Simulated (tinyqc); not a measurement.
Thin (001) film in sp3s* tight binding with raised dangling bonds, step by step. Values are carried at full precision from step to step, so a last printed digit may differ when a step is redone from the rounded ones.

sp3s* tight binding, nearest neighbours only: anion (a) at 0, cation (c) at a/4 (1,1,1), orbitals s, px, py, pz, s* on each; k in units of 2 pi/a. With phases e_j = exp(i (pi/2) k.n_j) for n = (1,1,1), (1,-1,-1), (-1,1,-1), (-1,-1,1): g0 = (e1+e2+e3+e4)/4, g1 = (e1+e2-e3-e4)/4, g2 = (e1-e2+e3-e4)/4, g3 = (e1-e2-e3+e4)/4. The diagonal holds the levels Esa, Epa, Exa (s*) and Esc, Epc, Exc. Anion-cation block: <sa|sc> = Vss g0; <sa|xc> = Vsapc g1; <xa|sc> = -Vscpa g1; <xa|xc> = Vxx g0; <xa|yc> = <ya|xc> = Vxy g3, <xa|zc> = <za|xc> = Vxy g2, <ya|zc> = <za|yc> = Vxy g1; <s*a|xc> = Vxapc g1; <xa|s*c> = -Vpaxc g1; y and z take g2 and g3 in place of g1; s-s* and s*-s* vanish.

Parameters, chosen for this exercise (out of a larger set: near a published set for Ge, fitted to gaps, whose masses and valley positions are rough; the L valleys, lowest in Ge, lie off zero in-plane momentum and are not seen; not measured data):
- p = (-5.862, 1.609, -5.862, 1.609, 6.389, 6.389, -6.789, 1.607, 4.902, 5.485, 5.485, 5.218, 5.218) eV (order Esa, Epa, Esc, Epc, Exa, Exc, Vss, Vxx, Vxy, Vsapc, Vscpa, Vxapc, Vpaxc)
- N = 5 (atomic planes in the small film)
- dl = 30 eV (shift of the dangling hybrids)

## Bulk edges along [001]

Gap at Gamma and minimum on (0,0,kz), kz from 0.5 to 1, from the bulk Ev. States at zero in-plane momentum come from this line alone.

edges (eV): Gamma 0.9250, Delta 0.8004

kz of the minimum = 0.8061 2 pi/a

## The two blocks of the small film

Planes alternate anion (a), cation (c) along [001], a/4 apart, starting with an anion; zero in-plane momentum; levels counted from the bulk Ev, the lower root of [[Epa, Vxx], [Vxx, Epc]]; no spin-orbit coupling. Block of s, pz, s*: from an anion to the cation above, Vss/2 (s,s), Vsapc/2 (s,z), -Vscpa/2 (z,s), Vxx/2 (z,z), Vxapc/2 (s*,z), -Vpaxc/2 (z,s*); to the cation below the same with the s-z and s*-z signs reversed. Block of u = (px + py)/sqrt2 and v = (px - py)/sqrt2: to the cation above (Vxx + Vxy)/2 for u and (Vxx - Vxy)/2 for v, to the cation below the reverse. Each surface atom has two dangling sp3 hybrids; raising both by dl adds (dl/2) [[1, t], [t, 1]] to its s, pz levels (t = -1 at the bottom face, +1 at the top) and dl to the one of u, v in whose plane the missing bonds lie (v for a bottom anion or a top cation, u for a top anion).

Fill them in.

s, pz, s* block (eV):
```
,sa1,za1,*a1,sc2,zc2,*c2,sa3,za3,*a3,sc4,zc4,*c4,sa5,za5,*a5
sa1,9.136,-15.000,0,-3.394,2.743,0,0,0,0,0,0,0,0,0,0
za1,-15.000,16.607,0,-2.743,0.803,-2.609,0,0,0,0,0,0,0,0,0
*a1,0,0,6.387,0,2.609,0,0,0,0,0,0,0,0,0,0
sc2,-3.394,-2.743,0,-5.864,0,0,-3.394,2.743,0,0,0,0,0,0,0
zc2,2.743,0.803,2.609,0,1.607,0,-2.743,0.803,-2.609,0,0,0,0,0,0
*c2,0,-2.609,0,0,0,6.387,0,2.609,0,0,0,0,0,0,0
sa3,0,0,0,-3.394,-2.743,0,-5.864,0,0,-3.394,2.743,0,0,0,0
za3,0,0,0,2.743,0.803,2.609,0,1.607,0,-2.743,0.803,-2.609,0,0,0
*a3,0,0,0,0,-2.609,0,0,0,6.387,0,2.609,0,0,0,0
sc4,0,0,0,0,0,0,-3.394,-2.743,0,-5.864,0,0,-3.394,2.743,0
zc4,0,0,0,0,0,0,2.743,0.803,2.609,0,1.607,0,-2.743,0.803,-2.609
*c4,0,0,0,0,0,0,0,-2.609,0,0,0,6.387,0,2.609,0
sa5,0,0,0,0,0,0,0,0,0,-3.394,-2.743,0,9.136,15.000,0
za5,0,0,0,0,0,0,0,0,0,2.743,0.803,2.609,15.000,16.607,0
*a5,0,0,0,0,0,0,0,0,0,0,-2.609,0,0,0,6.387
```

u, v block (eV):
```
,ua1,va1,uc2,vc2,ua3,va3,uc4,vc4,ua5,va5
ua1,1.607,0,3.255,0,0,0,0,0,0,0
va1,0,31.607,0,-1.647,0,0,0,0,0,0
uc2,3.255,0,1.607,0,-1.647,0,0,0,0,0
vc2,0,-1.647,0,1.607,0,3.255,0,0,0,0
ua3,0,0,-1.647,0,1.607,0,3.255,0,0,0
va3,0,0,0,3.255,0,1.607,0,-1.647,0,0
uc4,0,0,0,0,3.255,0,1.607,0,-1.647,0
vc4,0,0,0,0,0,-1.647,0,1.607,0,3.255
ua5,0,0,0,0,0,0,-1.647,0,31.607,0
va5,0,0,0,0,0,0,0,3.255,0,1.607
```

## Levels of the small film

Diagonalise both blocks.

levels of the s, pz, s* block (eV): -12.009  -10.122  -6.994  -2.863  1.267  1.424  1.451  2.298  6.387  6.542  7.691  8.871  9.576  28.564  28.568

levels of the u, v block (eV): -2.589  -2.589  -0.952  -0.952  4.110  4.110  5.769  5.769  31.698  31.698

No level lies between 0 and the bulk edge 0.800 eV; confinement has widened the gap at zero in-plane momentum to 2.219 eV.

## Checks

- Lowest conduction level of 201 planes, with the dangling hybrids shifted far away, against the bulk edge: 0.8009 against 0.8004.

tinyqc: `OMP_NUM_THREADS=1 python tinyqc.py 1480357 1480358 out.jsonl`; about 0.4 s, one thread, shared Intel(R) Xeon(R) Processor @ 2.30GHz.
